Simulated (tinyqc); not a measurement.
# Short-channel transistor, virtual-source model with series resistance, step by step

Computed by the program tinyqc: `OMP_NUM_THREADS=1 python tinyqc.py 2380033 2380034 out.jsonl`, one thread of a shared Intel Xeon 2.30GHz, about 0.01 s for the whole run. Printed values are rounded.

The current per gate width is the charge at the top of the source barrier (the virtual source) times its velocity times a saturation function; al and be are fitting constants of the model. Units: I in uA/um, Rs in ohm um, so I Rs = 1e-6 I Rs in volts; Q in uC/cm^2, so I = 1e-4 Q vx0 Fsat with vx0 in cm/s.

Values chosen for this exercise:
- T = 250 K (temperature)
- Cinv = 1.22 uF/cm^2 (inversion capacitance)
- vx0 = 6.9e6 cm/s (velocity at the virtual source)
- mu = 620 cm^2/(V s) (apparent mobility)
- L = 90 nm (channel length)
- VT0 = 0.5 V (threshold at zero drain voltage)
- dl = 0.148 V/V (drain-induced barrier lowering)
- n0 = 1.42 (subthreshold factor)
- nd = 0.2 1/V (growth of n with drain voltage)
- al = 3.5 (threshold shift (in units of Vt) from weak to strong inversion)
- be = 2 (sharpness of saturation)
- Rs = 90 ohm um (series resistance of each contact)
- Vgs = 0.86 V (gate voltage)
- Vds = 0.5 V (drain voltage)

Constants: q = 1.602176634e-19 C, kB = 1.380649e-23 J/K, Vt = kB T/q. Results are converted to the units shown.

## Iteration 1: current through the series resistance

I at the start = 0 uA/um

Intrinsic voltages Vg' = Vgs - I Rs, Vd' = Vds - 2 I Rs. n = n0 + nd Vd', VT = VT0 - dl Vd', Ff = 1/(1 + exp((Vg' - VT + al Vt/2)/(al Vt))), Q = Cinv n Vt ln(1 + exp((Vg' - VT + al Vt Ff)/(n Vt))), Vdsat = (vx0 L/mu)(1 - Ff) + Vt Ff, Fsat = u/(1 + u^be)^(1/be) with u = Vd'/Vdsat, and I(out) = Q vx0 Fsat per width. (Fsat takes the sign of u.) I(new) = I + 0.3 (I(out) - I).

Vg' = 0.86 V
Vd' = 0.5 V
VT = 0.426 V
Ff = 0.001915535
Q = 0.5296563 uC/cm^2
Vdsat = 0.1000107 V
Fsat = 0.9805766
I(out) = 358.3643 uA/um
I after iteration 1 = 107.5093 uA/um

## Iteration 2: current through the series resistance

As before.

Vg' = 0.8503242 V
Vd' = 0.4806483 V
VT = 0.4288640 V
Ff = 0.002261341
Q = 0.5143895 uC/cm^2
Vdsat = 0.09998351 V
Fsat = 0.9790420
I(out) = 347.4901 uA/um
I after iteration 2 = 179.5035 uA/um

## Iteration 3: current through the series resistance

As before.

Vg' = 0.8438447 V
Vd' = 0.4676894 V
VT = 0.4307820 V
Ff = 0.002527071
Q = 0.5041691 uC/cm^2
Vdsat = 0.09996262 V
Fsat = 0.9779122
I(out) = 340.1928 uA/um
I after iteration 3 = 227.7103 uA/um

## Course of the iteration: current through the series resistance

Stop when I changes by less than 1e-7 uA/um, or after 80 iterations.

Course of the iteration:
```
iteration  I (uA/um)  |change| (uA/um)
1           107.5093               108
2           179.5035              72.0
3           227.7103              48.2
4           259.9870              32.3
5           281.5966              21.6
6           296.0640              14.5
7           305.7495              9.69
8           312.2336              6.48
9           316.5744              4.34
...              ...               ...
45          325.3655           2.31e-6
46          325.3655           1.54e-6
47          325.3655           1.03e-6
48          325.3655           6.92e-7
49          325.3655           4.64e-7
50          325.3655           3.10e-7
51          325.3655           2.08e-7
52          325.3655           1.39e-7
53          325.3655           9.31e-8
```

Converged in 53 iterations. At the end each change is about 0.67 times the one before: linear convergence.

## What the series resistance costs

converged I = 325.3655 uA/um
I0 = 358.3643 uA/um

Intrinsic voltages Vg' = Vgs - I Rs, Vd' = Vds - 2 I Rs. n = n0 + nd Vd', VT = VT0 - dl Vd', Ff = 1/(1 + exp((Vg' - VT + al Vt/2)/(al Vt))), Q = Cinv n Vt ln(1 + exp((Vg' - VT + al Vt Ff)/(n Vt))), Vdsat = (vx0 L/mu)(1 - Ff) + Vt Ff, Fsat = u/(1 + u^be)^(1/be) with u = Vd'/Vdsat, and I = Q vx0 Fsat per width. I0 is the current for Rs = 0. Effective velocity I/Q; transit time L Q/I.

loss against I0 = 9.208167 %
effective velocity = 6.729776e6 cm/s
transit time = 1.337340 ps

The carriers leave the virtual source at 97.5 % of vx0: the device is in saturation.
